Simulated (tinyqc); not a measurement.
# Undoped symmetric double-gate MOSFET, analytic potential model: effect of the temperature

An undoped body of thickness ts between two equal insulators and tied gates; long channel, electrons only, n = ni exp((psi - V)/Vt) with V the quasi-Fermi potential (0 at the source, Vd at the drain), constant mobility, no quantisation. Across the body psi(x) = V - 2 Vt ln[(ts/(2 beta)) sqrt(q ni/(2 eps0 eps_r Vt)) cos(2 beta x/ts)], x from the centre. Q is the electron charge per area of the whole body.

Nc and Nv are given at 300 K and scale as (T/300 K)^1.5; Eg and mu are held fixed. ni = sqrt(Nc Nv) exp(-Eg/(2 Vt)), Eg in volts; r = eps_r tox/(eox ts); V0 = dphi + 2 Vt ln[(2/ts) sqrt(2 eps0 eps_r Vt/(q ni))]. beta (between 0 and pi/2) solves (Vg - V0 - V)/(2 Vt) = ln(beta) - ln(cos beta) + 2 r beta tan(beta). Q = 8 eps0 eps_r Vt beta tan(beta)/ts; I = mu (1/L)(4 eps0 eps_r/ts)(2 Vt)^2 [g(beta_s) - g(beta_d)] per width, g = beta tan(beta) - beta^2/2 + r beta^2 tan^2(beta), with beta_s at V = 0 and beta_d at V = Vd.  I(low) is taken at Vg = 0.46 V, Qs and I(high) at Vg = 1.21 V.

Parameters, values chosen for the exercise; material values close to those of silicon: band gap Eg = 1.1 eV; relative permittivity of the semiconductor eps_r = 11.7; conduction-band density of states at the reference temperature Nc = 2.75e19 cm^-3; valence-band density of states at the reference temperature Nv = 2.7e19 cm^-3; relative permittivity of the gate insulator eox = 24.8; insulator thickness tox = 8.7 nm; body thickness ts = 5 nm; gate work function less that of the intrinsic body dphi = 0.2 V; channel mobility mu = 100 cm^2/(V s); gate length L = 0.5 um; drain voltage Vd = 0.05 V.

Constants: q = 1.602176634e-19 C, kB = 1.380649e-23 J/K, Vt = kB T/q, eps0 = 8.8541878128e-14 F/cm where lengths are in cm. Results are converted to the units shown.

Effect of the temperature:
```
T (K)  V0 (V)  I(low) (nA/um)  Qs(high) (nC/cm^2)  I(high) (uA/um)
220    0.7221        0.001097                2096            19.80
250    0.7169        0.009195                2098            19.84
280    0.7115         0.05005                2104            19.91
310    0.7061          0.1999                2113            20.00
340    0.7005          0.6347                2123            20.12
370    0.6947           1.690                2136            20.26
400    0.6889           3.923                2151            20.41
430    0.6830           8.156                2167            20.58
```

Read the table: what changes, and by how much?

As T goes from 220 to 430 K, I(low) rises from 0.00110 to 8.16 nA/um and I(high) rises from 19.8 to 20.6 uA/um. V0 falls from 0.722 to 0.683 V. In every row the surface density at the source at the higher gate voltage passes 0.3 Nc, where Boltzmann statistics fail. In every row the mobility is held fixed, though a real one changes with T. In every row the body is thin enough for quantum confinement, left out here, to raise the threshold.

Program tinyqc, `OMP_NUM_THREADS=1 python tinyqc.py 2440037 2440038 out.jsonl`; Intel Xeon 2.30GHz, shared host, one thread, about 0.02 s.
